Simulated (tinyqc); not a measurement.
Kane-Mele model of a buckled honeycomb layer in a normal field: one step. Invariants. Five cases, with inputs chosen for the exercise.

Task: C(up) and C(down) are the sums over valleys; spin Chern number (C(up) - C(down))/2; valley number, the sum for tau = +1 less that for tau = -1; Z2 index |C(up)| mod 2; critical field lam/b.

Sublattices A and B lie at +/-b, so the field gives them the energies +/-D, D = e b Ez (in eV for b in angstrom and Ez in V/angstrom); 2 lam is the gap at zero field. Near the valleys tau = +/-1, for spin sz = +/-1: H = hbar v (tau qx sx + qy sy) + m sz_AB with m = D - tau sz lam, hbar v = (sqrt3/2) a t. On the lattice the spin-orbit term is the second-neighbour hopping i (lam/3 sqrt3) nu sz, nu = +/-1 by the sense of the turn. The filled band of one cone contributes tau sign(m)/2 to the Chern number, in the sense Omega = curl of i<u|grad u>. Rashba terms are left out.

Case 1.

Values chosen (out of a larger set: of the size used for silicene; not measured data): lam = 0.0054 eV (spin-orbit half gap); b = 0.23 angstrom (half the buckling height).

Flavours:

| tau | sz | m (meV) | gap (meV) | mass (m0) | share of C |
|---|---|---|---|---|---|
| 1 | 1 | 4.26000 | 8.52000 | 0.0011758 | 0.500 |
| 1 | -1 | 15.06000 | 30.12000 | 0.0041566 | 0.500 |
| -1 | 1 | 15.06000 | 30.12000 | 0.0041566 | -0.500 |
| -1 | -1 | 4.26000 | 8.52000 | 0.0011758 | -0.500 |

Case 2.

Values chosen (out of a larger set: of the size used for silicene; not measured data): lam = 0.0032 eV (spin-orbit half gap); b = 0.23 angstrom (half the buckling height).

Flavours:

| tau | sz | m (meV) | gap (meV) | mass (m0) | share of C |
|---|---|---|---|---|---|
| 1 | 1 | 2.32000 | 4.64000 | 0.0005678 | 0.500 |
| 1 | -1 | 8.72000 | 17.44000 | 0.0021342 | 0.500 |
| -1 | 1 | 8.72000 | 17.44000 | 0.0021342 | -0.500 |
| -1 | -1 | 2.32000 | 4.64000 | 0.0005678 | -0.500 |

Case 3.

Values chosen: lam = 0.14 eV (spin-orbit half gap); b = 0.31 angstrom (half the buckling height).

Flavours:

| tau | sz | m (meV) | gap (meV) | mass (m0) | share of C |
|---|---|---|---|---|---|
| 1 | 1 | -122.33000 | 244.66000 | 0.1216168 | -0.500 |
| 1 | -1 | 157.67000 | 315.34000 | 0.1567508 | 0.500 |
| -1 | 1 | 157.67000 | 315.34000 | 0.1567508 | -0.500 |
| -1 | -1 | -122.33000 | 244.66000 | 0.1216168 | 0.500 |

Case 4.

Values chosen (out of a larger set: of the size used for germanene; not measured data): lam = 0.041 eV (spin-orbit half gap); b = 0.36 angstrom (half the buckling height).

Flavours:

| tau | sz | m (meV) | gap (meV) | mass (m0) | share of C |
|---|---|---|---|---|---|
| 1 | 1 | -20.48000 | 40.96000 | 0.0089141 | -0.500 |
| 1 | -1 | 61.52000 | 123.04000 | 0.0267770 | 0.500 |
| -1 | 1 | 61.52000 | 123.04000 | 0.0267770 | -0.500 |
| -1 | -1 | -20.48000 | 40.96000 | 0.0089141 | 0.500 |

Case 5.

Values chosen (out of a larger set: of the size used for germanene; not measured data): lam = 0.036 eV (spin-orbit half gap); b = 0.34 angstrom (half the buckling height).

Flavours:

| tau | sz | m (meV) | gap (meV) | mass (m0) | share of C |
|---|---|---|---|---|---|
| 1 | 1 | 21.80000 | 43.60000 | 0.0099917 | 0.500 |
| 1 | -1 | 93.80000 | 187.60000 | 0.0429917 | 0.500 |
| -1 | 1 | 93.80000 | 187.60000 | 0.0429917 | -0.500 |
| -1 | -1 | 21.80000 | 43.60000 | 0.0099917 | -0.500 |

Give: C(up), C(down); spin Chern number; valley number; Z2; critical field.

Result:

Case 1.

C(up), C(down): 0  0

spin Chern number = 0
valley number = 2
Z2 = 0
critical field = 0.02348 V/angstrom

|D| > lam: all masses share the sign of D, a band insulator with valley Hall response.

Case 2.

C(up), C(down): 0  0

spin Chern number = 0
valley number = 2
Z2 = 0
critical field = 0.01391 V/angstrom

|D| > lam: all masses share the sign of D, a band insulator with valley Hall response.

Case 3.

C(up), C(down): -1  1

spin Chern number = -1
valley number = 0
Z2 = 1
critical field = 0.4516 V/angstrom

|D| < lam: the masses of one spin have opposite signs in the two valleys, a quantum spin Hall insulator.

Case 4.

C(up), C(down): -1  1

spin Chern number = -1
valley number = 0
Z2 = 1
critical field = 0.1139 V/angstrom

|D| < lam: the masses of one spin have opposite signs in the two valleys, a quantum spin Hall insulator.

Case 5.

C(up), C(down): 0  0

spin Chern number = 0
valley number = 2
Z2 = 0
critical field = 0.1059 V/angstrom

|D| > lam: all masses share the sign of D, a band insulator with valley Hall response.

Computed by tinyqc, one run a case: `OMP_NUM_THREADS=1 python tinyqc.py N N+1 out.jsonl` with N = 1480355, 1480887, 1481307, 1481799, 1482371; one thread of a shared Intel(R) Xeon(R) Processor @ 2.30GHz, about 0.03 s a run at most.
